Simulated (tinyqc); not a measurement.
Fitting sp3s* parameters to three gaps by Newton steps, step by step. Values are carried at full precision from step to step, so a last printed digit may differ when a step is redone from the rounded ones.

sp3s* tight binding, nearest neighbours only: anion (a) at 0, cation (c) at a/4 (1,1,1), orbitals s, px, py, pz, s* on each; k in units of 2 pi/a. With phases e_j = exp(i (pi/2) k.n_j) for n = (1,1,1), (1,-1,-1), (-1,1,-1), (-1,-1,1): g0 = (e1+e2+e3+e4)/4, g1 = (e1+e2-e3-e4)/4, g2 = (e1-e2+e3-e4)/4, g3 = (e1-e2-e3+e4)/4. The diagonal holds the levels Esa, Epa, Exa (s*) and Esc, Epc, Exc. Anion-cation block: <sa|sc> = Vss g0; <sa|xc> = Vsapc g1; <xa|sc> = -Vscpa g1; <xa|xc> = Vxx g0; <xa|yc> = <ya|xc> = Vxy g3, <xa|zc> = <za|xc> = Vxy g2, <ya|zc> = <za|yc> = Vxy g1; <s*a|xc> = Vxapc g1; <xa|s*c> = -Vpaxc g1; y and z take g2 and g3 in place of g1; s-s* and s*-s* vanish.

Gaps are level 5 at Gamma, X = (1,0,0) and L = (1/2,1/2,1/2) less level 4 at Gamma; no spin-orbit coupling. Free parameters: Vss, Vxapc and Vpaxc. H is linear in them, so by Hellmann-Feynman J_ij = <u|dH/dp_j|u> for level 5 at point i less the same for level 4 at Gamma. Newton: p(new) = p + J^-1 (target - gaps); stop when all misses are below 1e-7 eV.

Inputs chosen for the exercise (out of a larger set: near a published set for GaAs, fitted to gaps, whose masses and valley positions are rough; not measured data): p = (-8.332, 1.041, -2.652, 3.677, 8.566, 6.753, -6.473, 1.949, 5.071, 4.464, 5.77, 4.823, 4.798) eV (start, order Esa, Epa, Esc, Epc, Exa, Exc, Vss, Vxx, Vxy, Vsapc, Vscpa, Vxapc, Vpaxc); tg = (1.709, 2.0891, 1.713) eV (target gaps at Gamma, X, L).

## Gaps of the starting set

Compute the gaps and the misses.

gaps (eV): Gamma 1.5704, X 2.0303, L 1.6908

target less gap (eV): Gamma 0.1386, X 0.0588, L 0.0222

## The Jacobian

Form J and its singular values.

J:
```
           Vss    Vxapc    Vpaxc
Gamma  -0.9157   0.0000   0.0000
X       0.0000  -0.8535   0.0000
L      -0.2427  -0.2342  -0.1273
```

singular values: 0.9606  0.8718  0.1188

The gap at Gamma answers to Vss. The condition number is 8.1.

## The first Newton step

Solve J dp = target less gap; the columns of J are Vss, Vxapc and Vpaxc.

dp (eV): Vss -0.151, Vxapc -0.069, Vpaxc 0.241

## The iteration

Repeat with J formed anew.

Newton steps (eV):
```
i      Vss   Vxapc   Vpaxc   Gamma       X       L  largest miss
0  -6.4730  4.8230  4.7980  1.5704  2.0303  1.6908          0.14
1  -6.6243  4.7541  5.0394  1.7093  2.0891  1.7109        0.0021
2  -6.6240  4.7540  5.0239  1.7090  2.0891  1.7130       5.2e-06
3  -6.6240  4.7540  5.0238  1.7090  2.0891  1.7130       3.0e-11
```

Converged in 3 steps; the miss goes 0.14, 0.0021, 5.2e-06, 3.0e-11, about squaring each time once it is small. The largest change is 0.226 eV in Vpaxc, for a first miss of 0.139 eV.

## Checks

- J by Hellmann-Feynman against central differences: largest difference 3.3e-10.

tinyqc: `OMP_NUM_THREADS=1 python tinyqc.py 1451553 1451554 out.jsonl`; about 0.3 s, one thread, shared Intel(R) Xeon(R) Processor @ 2.30GHz.
